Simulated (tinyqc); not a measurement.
## Trap density from the capacitance step

Problem. A junction with shallow donors Nd and a deep trap has C_HF = eps0 eps_r/W and C_LF = eps0 eps_r (Nd + Nt)/(Nd W + Nt xt), xt = W - lam. Find W, xt and Nt.

Values chosen for this exercise: relative permittivity eps_r = 13; shallow donor density Nd = 5.2e14 cm^-3.

Constants: eps0 = 8.8541878128e-14 F/cm where lengths are in cm. Results are converted to the units shown.

C_HF = 5.9631814 nF/cm^2
C_LF = 6.1478156 nF/cm^2
lam = 586.82180 nm

Solution. C_HF gives W. With y = C_LF/C_HF, Nt/Nd = (y - 1)/(1 - y xt/W).

W = 1930 nm
xt = 1343 nm
Nt = 5.700e13 cm^-3

Program tinyqc, `OMP_NUM_THREADS=1 python tinyqc.py 2050107 2050108 out.jsonl`; Intel Xeon 2.30GHz, shared host, one thread, about 0.01 s.
